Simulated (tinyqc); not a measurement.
From results back to parameters: two-dimensional electron gas with Rashba and Dresselhaus coupling. Three cases, with inputs chosen for the exercise.

Problem. For pure Rashba coupling above the band crossing, k_outer - k_inner = al m/c with c = hbar^2/2m0, and each branch holds k^2/(4 pi) electrons per area. Beating of Shubnikov-de Haas oscillations gives the two densities; those below come from a hidden al (1e11/cm^2 = 1e-5/angstrom^2).

Constants: hbar^2/2m0 = 3.80998211 eV angstrom^2.

Case 1.

Values chosen (out of a larger set: of the size met in GaAs; not measured data): m = 0.0628 m0 (mass).

densities (1e11/cm^2): outer 3.350749, inner 3.249251

Case 2.

Values chosen (out of a larger set: of the size met in InSb; not measured data): m = 0.014 m0 (mass).

densities (1e11/cm^2): outer 6.216755, inner 5.783245

Case 3.

Values chosen (out of a larger set: of the size met in InSb; not measured data): m = 0.0144 m0 (mass).

densities (1e11/cm^2): outer 4.436315, inner 3.663685

Find: k_outer, k_inner; al.

Solution. k = sqrt(4 pi n) for each branch, and al = c (k_outer - k_inner)/m.

Case 1.

k_outer, k_inner (1/angstrom): 0.02052  0.02021

al = 0.0190 eV angstrom

Case 2.

k_outer, k_inner (1/angstrom): 0.02795  0.02696

al = 0.270 eV angstrom

Case 3.

k_outer, k_inner (1/angstrom): 0.02361  0.02146

al = 0.570 eV angstrom

Computed by tinyqc, one run a case: `OMP_NUM_THREADS=1 python tinyqc.py N N+1 out.jsonl` with N = 1482195, 1482252, 1482262; one thread of a shared Intel(R) Xeon(R) Processor @ 2.30GHz, about 0.01 s a run at most.
